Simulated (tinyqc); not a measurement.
Non-radiative capture by multiphonon emission, one effective mode. The energy-gap law. Computed by tinyqc, a small Python program. Command: `OMP_NUM_THREADS=1 python tinyqc.py 3027497 3027498 out.jsonl capture sweep`. One thread of a shared host (Intel(R) Xeon(R) Processor @ 2.30GHz), about 0.04 s of CPU time with the checks.

The initial state (free carrier plus empty centre) lies dE above the final state; both have the same frequency and are displaced by dQ.

Inputs (values chosen for the exercise, with mass, screening and phonons like those of diamond): phonon energy hbar omega = 72.9 meV; Huang-Rhys factor S = 9.46; electron-phonon coupling W = 0.011 eV/(u^(1/2) angstrom); cell volume V = 1660 angstrom^3; degeneracy g = 1; broadening b = 43 meV; carrier mass m = 0.822 m_0; dielectric constant eps = 5.56; temperature T = 300 K; defect density N_t = 5e+15 cm^-3.

Centre: attractive.

Constants: hbar^2/u = 4.18015928e-03 eV angstrom^2; k_B = 8.617333262e-05 eV/K; hbar = 6.582119569e-16 eV s; Ry = 13.605693123 eV; k_B = 1.380649e-23 J/K; m_0 = 9.1093837015e-31 kg.

Method:
- dQ = sqrt(2 S (hbar^2/u)/hbar omega); relaxation energy lambda = S hbar omega; phonons needed P = dE/hbar omega; classical barrier E_b = (dE - lambda)^2/(4 lambda); occupation n = 1/(exp(hbar omega/k_B T) - 1).
- Huang-Rhys weight for a net emission of p phonons: L_p = exp(-S (2n + 1)) ((n + 1)/n)^(p/2) I_p(2 S sqrt(n (n + 1))), I_p the modified Bessel function.
- M_p = sum_m w_m <m_i|Q|(m + p)_f>^2 with Q counted from the final minimum and Boltzmann weights w_m for m = 0..24; <m_i|Q|k_f> = sqrt((hbar^2/u)/(2 hbar omega)) [sqrt(k) <m|k-1> + sqrt(k+1) <m|k+1>], with overlaps of oscillators displaced by d = sqrt(2 S) summed on 1500 points from -16 to 16 + d.
- The delta function is a Gaussian of standard deviation b at dE - p hbar omega.
- C_0 = V (2 pi/hbar) g W^2 sum_p M_p Gaussian_p. The sum runs over the seven p from round(P) - 3 to round(P) + 3; 1 angstrom^3 = 1e-24 cm^3.
- Sommerfeld factor of an attractive centre: s(k) = 2 pi nu/(1 - exp(-2 pi nu)), nu = sqrt(Ry*/E), Ry* = Ry m/eps^2, averaged over (2/sqrt(pi)) sqrt(x) exp(-x) dx with x = E/k_B T = t^2 (trapezoid, t to 6 in steps of 0.01).
- C = s C_0; v = sqrt(3 k_B T/m); sigma = C/v; tau = 1/(C N_t).

One run for each value:
```
energy released dE (eV)  capture coefficient C (cm^3/s)  classical barrier E_b (eV)       P
0.650                                        8.6598e-08                  5.6945e-04   8.916
0.829                                        8.6790e-08                  7.0410e-03  11.372
1.010                                        5.3096e-08                  3.7206e-02  13.855
1.190                                        2.1355e-08                  9.0761e-02  16.324
1.370                                        5.9414e-09                  1.6781e-01  18.793
1.540                                        1.3304e-09                  2.6214e-01  21.125
1.900                                        2.4479e-11                  5.3107e-01  26.063
2.080                                        2.3091e-12                  7.0078e-01  28.532
```

Give the missing row, energy released dE (eV) = 1.720.

Computed row:
```
energy released dE (eV)  capture coefficient C (cm^3/s)  classical barrier E_b (eV)       P
1.720                                        2.0508e-10                  3.8486e-01  23.594
```

Interpolating between the two neighbouring rows (linearly) misses most in capture coefficient C (cm^3/s), by a factor of 3.3. Over the rows, capture coefficient C (cm^3/s) goes from 8.66e-8 through a maximum among these rows, 8.68e-8 at 0.829, to 2.31e-12; classical barrier E_b (eV) rises from 5.69e-4 to 0.701 (exponent d ln y / d ln x 10 between the first rows and 3.1 between the last); P rises from 8.92 to 28.5 (exponent d ln y / d ln x about 1.0 throughout). ln C changes by -0.96 for each added phonon at the high end; the slope is still steepening, and becomes nearly constant only for P well above S. The maximum lies somewhat above dE = S hbar omega, where the barrier vanishes, because the matrix element of Q grows with dE.

Caution (all rows): the effective Bohr radius is under 10 angstrom, so the effective-mass Sommerfeld factor is rough. Caution (rows 1.72, 2.08): the largest term is not the one nearest energy conservation, so C_0 depends strongly on the broadening b.

Extremes, crossings and ranges named in words are read from the listed rows.
